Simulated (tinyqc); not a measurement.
From peak temperature T_m back to trap depth E_t below the band: admittance spectroscopy and thermally stimulated current of one trap level in a depletion layer. Computed by tinyqc, a small Python program. Command: `OMP_NUM_THREADS=1 python tinyqc.py 3111094 3111095 out.jsonl admit inv`. One thread of a shared host (Intel(R) Xeon(R) Processor @ 2.30GHz), about 0.03 s of CPU time with the checks.

A Schottky junction on n-type material holds one donor-like electron trap; shallow donors are fully ionised and abrupt depletion edges are assumed.

Inputs (values chosen for the exercise, modelled on n-type GaN): density-of-states mass m = 0.2 m_0; capture cross section sigma = 1.9e-17 cm^2; heating rate beta = 0.91 K/s.

Constants: k_B = 1.380649e-23 J/K; m_0 = 9.1093837015e-31 kg; h = 6.62607015e-34 J s; k_B = 8.617333262e-05 eV/K.

Method:
- N_c = 2 (2 pi m k_B T/h^2)^(3/2), v_th = sqrt(3 k_B T/m), emission rate e_n = sigma v_th N_c exp(-E_t/(k_B T)).
- Thermally stimulated current without retrapping: filled share n(T) = exp(-(1/beta) int e_n dT), current proportional to e_n n; the peak obeys beta (E_t/(k_B T^2) + 2/T) = e_n(T). The integral starts at 0.5 T_m and uses 4000 trapezoid steps to 1.2 T_m.
- Chen's first-order estimate from the full width W = T_2 - T_1 between the half-height points: E = 2.52 k_B T_m^2/W - 2 k_B T_m.

Question. A run gave the result below. Find the trap depth E_t below the band, known to lie between 0.35 and 0.54 eV.

peak temperature T_m = 227.23 K

Answer.

Each step takes the trial c = (a f_b - b f_a)/(f_b - f_a), f being the result less the target and a, b, c the logarithms of the listed values; c replaces end b, the old b replaces a if the sign of f changed, and otherwise f_a is halved.

Scan of the range:
```
trap depth E_t below the band (eV)  peak temperature T_m (K)
0.350                                                184.656
0.376                                                196.741
0.404                                                209.659
0.435                                                223.856
0.467                                                238.405
0.502                                                254.203
0.540                                                271.232
```

False position (Illinois rule, in the logarithm of the input) inside the bracket:
```
step     end a     end b     trial  peak temperature T_m (K)
1     0.435000  0.467000  0.442219                   227.148
2     0.467000  0.442219  0.442396                   227.228
3     0.467000  0.442396  0.442404                   227.232
4     0.442396  0.442404  0.442400                   227.230
```

Peak temperature T_m rises at every point of a 13-point scan of the range (every second point is shown), so one value fits; it is bracketed by 0.435 and 0.467. Answer: trap depth E_t below the band = 0.4424 eV.
